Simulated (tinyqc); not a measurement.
Optical gain and spontaneous emission in a bulk direct-gap semiconductor: sweeps and comparisons. A value that a table varies takes the place of the one given here.

Parabolic bands, vertical transitions, no excitons. For each hole band j: mr = me mj/(me + mj); joint density of states J_j(E) = (mr/c)^(3/2) sqrt(E - Eg)/(2 pi^2), both spins, c = hbar^2/2m0; averaged matrix element |e.p|^2 = m0 Ep/6; alpha_j(E) = 4 pi^2 alpha_f c Ep J_j/(3 nr E) in 1/angstrom (alpha_f the fine-structure constant, listed as alpha among the constants), times 1e8 for 1/cm.

F_j(eta) = (1/Gamma(j + 1)) integral_0^infinity x^j dx/(1 + exp(x - eta)), which tends to exp(eta) for eta << 0.

Quasi-Fermi levels: n = Nc F_1/2(Fc/kT) and p = Nv F_1/2(Fv/kT), Fc counted up from the conduction edge and Fv down from the valence edge; Nc, Nv from N = 2 (m kB T/(4 pi c))^(3/2) with c = hbar^2/2m0, in 1/angstrom^3; times 1e24 for 1/cm^3, with me and (mhh^(3/2) + mlh^(3/2))^(2/3).

For band j the electron sits at Ee = (E - Eg) mr/me above its edge and the hole at Eh = (E - Eg) mr/mj; fe = 1/(1 + exp((Ee - Fc)/kT)), fh = 1/(1 + exp((Eh - Fv)/kT)); gain g = sum_j alpha_j (fe + fh - 1).

Spontaneous rate: R = integral of (nr E/(hbar c))^2/(pi^2 hbar) sum_j alpha_j fe fh dE, with alpha in 1/cm and (nr E/(hbar c))^2 in 1/cm^2 (1e16 per 1/angstrom^2); B = R/(n p); lifetime n/R.

Constants: hbar^2/2m0 = 3.80998211 eV angstrom^2; fine-structure constant alpha = 0.007297352564; kB = 8.617333262e-05 eV/K; hbar = 6.58211957e-16 eV s; hbar c = 1973.269805 eV angstrom.

Parameters, chosen for this exercise (near those of InP; not measured data):

| symbol | value | unit | meaning |
|---|---|---|---|
| Eg | 1.325 | eV | direct gap |
| me | 0.0813 | m0 | electron mass |
| mhh | 0.588 | m0 | heavy-hole mass |
| mlh | 0.0881 | m0 | light-hole mass |
| Ep | 20.1 | eV | Kane energy |
| nr | 3.47 |  | refractive index |
| T | 300 | K |  |
| n | 4.3e+18 | 1/cm^3 | injected density, n = p |

## Peak gain against injection

The peak is the largest g over E; a dash marks no gain.

Gain:

| n (1/cm^3) | Fc (eV) | Fv (eV) | peak gain (1/cm) | peak E - Eg (eV) | B (cm^3/s) |
|---|---|---|---|---|---|
| 8.0e+17 | 0.0206 | -0.0693 | - | - | 1.22e-10 |
| 1.3e+18 | 0.0406 | -0.0564 | - | - | 1.15e-10 |
| 1.8e+18 | 0.0564 | -0.0476 | 39 | 0.0030 | 1.08e-10 |
| 2.3e+18 | 0.0699 | -0.0409 | 227 | 0.0105 | 1.02e-10 |
| 2.9e+18 | 0.0843 | -0.0344 | 490 | 0.0189 | 9.63e-11 |
| 3.7e+18 | 0.1016 | -0.0275 | 839 | 0.0293 | 8.96e-11 |
| 4.8e+18 | 0.1230 | -0.0200 | 1285 | 0.0421 | 8.20e-11 |
| 6.4e+18 | 0.1509 | -0.0113 | 1855 | 0.0580 | 7.36e-11 |

transparency density (Fc + Fv = 0) = 1.61e+18 1/cm^3

Gain starts at 1.61e+18 1/cm^3, where Fc = -Fv = 0.0507 eV: with Nv/Nc = 21 the electrons must be degenerate before the holes are. The slope of peak gain against n is 3.76e-16 cm^2 between the first two rows with gain and 3.57e-16 between the last two; the peak moves from 0.0030 to 0.0580 eV above the gap as the bands fill, and B falls by a factor 1.66. Line broadening and gap shrinkage are left out.

## Gain spectrum

At the density n.

Spectrum:

| E - Eg (eV) | alpha, empty (1/cm) | fe, heavy | fh, heavy | g (1/cm) |
|---|---|---|---|---|
| 0.005 | 2132 | 0.986 | 0.285 | 568 |
| 0.010 | 3004 | 0.983 | 0.280 | 767 |
| 0.020 | 4217 | 0.976 | 0.271 | 981 |
| 0.030 | 5127 | 0.967 | 0.261 | 1072 |
| 0.045 | 6211 | 0.946 | 0.248 | 1062 |
| 0.060 | 7094 | 0.913 | 0.235 | 897 |
| 0.080 | 8075 | 0.842 | 0.219 | 403 |
| 0.100 | 8901 | 0.730 | 0.203 | -479 |
| 0.130 | 9939 | 0.494 | 0.181 | -2561 |
| 0.170 | 11062 | 0.200 | 0.155 | -5792 |
| 0.220 | 12177 | 0.044 | 0.127 | -8852 |

Fc + Fv = 0.0903 eV

g is positive below E - Eg = 0.0903 eV; the largest value listed is 1072 1/cm at 0.030 eV. At 0.220 eV above the gap g is -0.73 times the absorption of the empty crystal, whose limit is -1.

## Transparency density and B against temperature

Eg is held fixed; B is taken at n = 1e15 1/cm^3.

Results:

| T (K) | transparency density (1/cm^3) | Fc/kT there | B (cm^3/s) |
|---|---|---|---|
| 100 | 3.10e+17 | 1.960 | 7.02e-10 |
| 150 | 5.69e+17 | 1.960 | 3.84e-10 |
| 200 | 8.76e+17 | 1.960 | 2.51e-10 |
| 250 | 1.22e+18 | 1.960 | 1.80e-10 |
| 300 | 1.61e+18 | 1.960 | 1.38e-10 |
| 350 | 2.03e+18 | 1.960 | 1.10e-10 |
| 400 | 2.48e+18 | 1.960 | 9.03e-11 |
| 500 | 3.46e+18 | 1.960 | 6.52e-11 |

Fc/kT at transparency stays at 1.960, since it depends on Nv/Nc alone, so the density goes as T^1.50. B goes as T^-1.48, against T^-1.5 for non-degenerate carriers: hot carriers spread over k and fewer pairs share a wave vector.

## What moves transparency and gain

Transparency is Fc + Fv = 0; the peak is the largest g over E at the density n (0 if none). Each row changes one parameter from the base and keeps the others.

Results:

| case | transparency density (1/cm^3) | Fc + Fv (eV) | peak gain (1/cm) |
|---|---|---|---|
| base | 1.61e+18 | 0.0903 | 1088 |
| me = 0.0935 m0 | 1.84e+18 | 0.0740 | 1096 |
| mhh = 0.353 m0 | 1.24e+18 | 0.1119 | 1853 |
| Ep = 22.1 eV | 1.61e+18 | 0.0903 | 1196 |
| T = 340 K | 1.94e+18 | 0.0795 | 829 |
| n = 5.59e+18 1/cm^3 | 1.61e+18 | 0.1217 | 1577 |
| nr = 3.64 | 1.61e+18 | 0.0903 | 1037 |

The largest shifts from the base row, up to three for each result and ties (the steps differ in size, so this ranks the rows, not the parameters). transparency density (1/cm^3): mhh -3.69e+17, T +3.32e+17, me +2.32e+17; unchanged at the printed digits by Ep, n and nr. Fc + Fv (eV): n +0.0313, mhh +0.0215, me -0.0164; unchanged at the printed digits by Ep and nr. peak gain (1/cm): mhh +766, n +490, T -259.

Program tinyqc; command `OMP_NUM_THREADS=1 python tinyqc.py 1652269 1652270 out.jsonl`; about 0.08 s on one thread of a shared Intel(R) Xeon(R) Processor @ 2.30GHz.
